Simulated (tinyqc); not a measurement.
Sensitivity of the reflectance: thin-film optics by transfer matrices.

Indices N = n + i k. Snell: N0 sin(theta) = N_j sin(theta_j), with Im(N_j cos theta_j) >= 0. Admittance y_j = N_j cos theta_j for s and N_j/cos theta_j for p. Phase delta_j = 2 pi N_j cos theta_j d_j/lambda. Layer matrix [[cos delta, -i sin delta/y], [-i y sin delta, cos delta]], multiplied from the top down to M. (B, C) = M (1, y_sub); r = (y0 B - C)/(y0 B + C), R = |r|^2, T = 4 Re y0 Re y_sub/|y0 B + C|^2, absorbed in the films 1 - R - T.

Parameters, chosen for this exercise (indices near those of HfO2, SiO2 on Cu; shifted at random, so the results belong to these values and not to a real crystal): lam = 633 nm (vacuum wavelength); n0 = 1 (ambient index); n = (2.043, 1.439, 0.266) (n of HfO2, SiO2, substrate); k = (0, 0, 3.376) (k in the same order); d = (7.8, 48.1) nm (thicknesses, top first); theta = 0 degrees (angle of incidence).

R for both polarisations. Each row changes one parameter from the base and keeps the others.

Results:

| case | R_s | R_p | T_s |
|---|---|---|---|
| base | 0.8494 | 0.8494 | 0.1506 |
| d = (12.8, 48.1) nm | 0.8371 | 0.8371 | 0.1629 |
| n = (2.084, 1.439, 0.266) | 0.8480 | 0.8480 | 0.1520 |
| k = (0, 0, 3.724) | 0.8728 | 0.8728 | 0.1272 |
| lam = 638 nm | 0.8499 | 0.8499 | 0.1501 |
| theta = 5 degrees | 0.8496 | 0.8494 | 0.1504 |

The largest shifts from the base row, up to three for each result and ties (the steps differ in size, so this ranks the rows, not the parameters). R_s: k +0.0234, d -0.0123, n -0.0013. R_p: k +0.0234, d -0.0123, n -0.0013; unchanged at the printed digits by theta. T_s: k -0.0234, d +0.0123, n +0.0013.

Computed by tinyqc, a small Python program: `OMP_NUM_THREADS=1 python tinyqc.py 1650777 1650778 out.jsonl` (the numbers bound the seed that draws the inputs); one thread of a shared host (Intel(R) Xeon(R) Processor @ 2.30GHz), about 0.01 s for the whole set of steps.
